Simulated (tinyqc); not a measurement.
Inside a calculation. Method: ROHF in the sto-6g basis, for BeH, spin multiplicity 2. One step of it, computed by the program tinyqc.

Task: Iteration 2: building the Fock matrix. J_ij = sum D_kl (ij|kl) with D = D(alpha) + D(beta), K_ij = sum D_kl (ik|jl) for each spin; F = H + J - K(s); E = tr D H + tr D J / 2 - 0.5 sum_s tr D(s) K(s) + E_nn.

D(alpha) after iteration 1, lower triangle:
```
,1Be 1s,1Be 2s,1Be 2px,1Be 2py,1Be 2pz,2H 1s
1Be 1s,1.009399
1Be 2s,-0.060387,0.320824
1Be 2px,0.000000,0.000000,0.000000
1Be 2py,0.000000,0.000000,0.000000,0.000000
1Be 2pz,-0.135833,0.486221,0.000000,0.000000,0.743018
2H 1s,0.033002,-0.145144,0.000000,0.000000,-0.156502,1.040903
```

D(beta) after iteration 1, lower triangle:
```
,1Be 1s,1Be 2s,1Be 2px,1Be 2py,1Be 2pz,2H 1s
1Be 1s,0.987855
1Be 2s,0.019045,0.027955
1Be 2px,0.000000,0.000000,0.000000
1Be 2py,0.000000,0.000000,0.000000,0.000000
1Be 2pz,-0.017921,0.051475,0.000000,0.000000,0.097664
2H 1s,-0.045259,0.143405,0.000000,0.000000,0.271830,0.756611
```

core Hamiltonian H = T + V (hartree), lower triangle:
```
,1Be 1s,1Be 2s,1Be 2px,1Be 2py,1Be 2pz,2H 1s
1Be 1s,-8.151464
1Be 2s,-1.910451,-2.285112
1Be 2px,0.000000,0.000000,-1.834329
1Be 2py,0.000000,0.000000,0.000000,-1.834329
1Be 2pz,-0.005130,-0.052473,0.000000,0.000000,-1.862944
2H 1s,-0.032832,-0.215559,0.000000,0.000000,-0.288382,-1.292709
```

Two-electron integrals (ij|kl) in chemists' order, unique and non-zero (hartree):
```
i,j,k,l,(ij|kl)
1,1,1,1,2.299996
2,1,1,1,0.361879
2,1,2,1,0.071926
2,2,1,1,0.570332
2,2,2,1,0.139654
2,2,2,2,0.417773
3,1,3,1,0.015252
3,2,3,1,0.022555
3,2,3,2,0.092340
3,3,1,1,0.570332
3,3,2,1,0.139654
3,3,2,2,0.417773
3,3,3,3,0.450117
4,1,4,1,0.015252
4,2,4,1,0.022555
4,2,4,2,0.092340
4,3,4,3,0.024258
4,4,1,1,0.570332
4,4,2,1,0.139654
4,4,2,2,0.417773
4,4,3,3,0.401601
4,4,4,4,0.450117
5,1,5,1,0.015252
5,2,5,1,0.022555
5,2,5,2,0.092340
5,3,5,3,0.024258
5,4,5,4,0.024258
5,5,1,1,0.570332
5,5,2,1,0.139654
5,5,2,2,0.417773
5,5,3,3,0.401601
5,5,4,4,0.401601
5,5,5,5,0.450117
6,1,1,1,0.006143
6,1,2,1,0.001195
6,1,2,2,0.002346
6,1,3,3,0.002327
6,1,4,4,0.002327
6,1,5,1,0.000119
6,1,5,2,0.000242
6,1,5,5,0.002384
6,1,6,1,0.000021
6,2,1,1,0.035812
6,2,2,1,0.009034
6,2,2,2,0.032492
6,2,3,3,0.031178
6,2,4,4,0.031178
6,2,5,1,0.001101
6,2,5,2,0.008446
6,2,5,5,0.035120
6,2,6,1,0.000169
6,2,6,2,0.005705
6,3,3,1,0.000522
6,3,3,2,0.002976
6,3,5,3,0.001133
6,3,6,3,0.000295
6,4,4,1,0.000522
6,4,4,2,0.002976
6,4,5,4,0.001133
6,4,6,4,0.000295
6,5,1,1,0.047035
6,5,2,1,0.011937
6,5,2,2,0.044157
6,5,3,3,0.041923
6,5,4,4,0.041923
6,5,5,1,0.001730
6,5,5,2,0.013098
6,5,5,5,0.048626
6,5,6,1,0.000228
6,5,6,2,0.008551
6,5,6,5,0.012924
6,6,1,1,0.205416
6,6,2,1,0.052330
6,6,2,2,0.204604
6,6,3,3,0.195542
6,6,4,4,0.195542
6,6,5,1,0.005125
6,6,5,2,0.051576
6,6,5,5,0.222728
6,6,6,1,0.000968
6,6,6,2,0.053916
6,6,6,5,0.083742
6,6,6,6,0.774999
```

nuclear repulsion = 0.82170374 hartree

Give: Coulomb J; exchange K(alpha); exchange K(beta); F(alpha); F(beta); total energy of this density.

Result:

Coulomb J (hartree), lower triangle:
```
,1Be 1s,1Be 2s,1Be 2px,1Be 2py,1Be 2pz,2H 1s
1Be 1s,5.6220
1Be 2s,0.9797,2.0023
1Be 2px,0.0000,0.0000,1.9719
1Be 2py,0.0000,0.0000,0.0000,1.9719
1Be 2pz,0.0292,0.1881,0.0000,0.0000,2.0631
2H 1s,0.0170,0.2192,0.0000,0.0000,0.3163,2.1306
```

exchange K(alpha) (hartree), lower triangle:
```
,1Be 1s,1Be 2s,1Be 2px,1Be 2py,1Be 2pz,2H 1s
1Be 1s,2.3124
1Be 2s,0.3876,0.2528
1Be 2px,0.0000,0.0000,0.0594
1Be 2py,0.0000,0.0000,0.0000,0.0594
1Be 2pz,-0.0013,0.2201,0.0000,0.0000,0.3713
2H 1s,0.0074,0.0625,0.0000,0.0000,0.1035,0.7846
```

exchange K(beta) (hartree), lower triangle:
```
,1Be 1s,1Be 2s,1Be 2px,1Be 2py,1Be 2pz,2H 1s
1Be 1s,2.2892
1Be 2s,0.3763,0.1145
1Be 2px,0.0000,0.0000,0.0225
1Be 2py,0.0000,0.0000,0.0000,0.0225
1Be 2pz,-0.0012,0.0499,0.0000,0.0000,0.1023
2H 1s,0.0074,0.0910,0.0000,0.0000,0.1433,0.6496
```

F(alpha) (hartree), lower triangle:
```
,1Be 1s,1Be 2s,1Be 2px,1Be 2py,1Be 2pz,2H 1s
1Be 1s,-4.8419
1Be 2s,-1.3184,-0.5357
1Be 2px,0.0000,0.0000,0.0781
1Be 2py,0.0000,0.0000,0.0000,0.0781
1Be 2pz,0.0253,-0.0846,0.0000,0.0000,-0.1712
2H 1s,-0.0232,-0.0588,0.0000,0.0000,-0.0756,0.0533
```

F(beta) (hartree), lower triangle:
```
,1Be 1s,1Be 2s,1Be 2px,1Be 2py,1Be 2pz,2H 1s
1Be 1s,-4.8187
1Be 2s,-1.3070,-0.3973
1Be 2px,0.0000,0.0000,0.1150
1Be 2py,0.0000,0.0000,0.0000,0.1150
1Be 2pz,0.0253,0.0857,0.0000,0.0000,0.0978
2H 1s,-0.0233,-0.0873,0.0000,0.0000,-0.1155,0.1883
```

total energy of this density = -14.527122 hartree
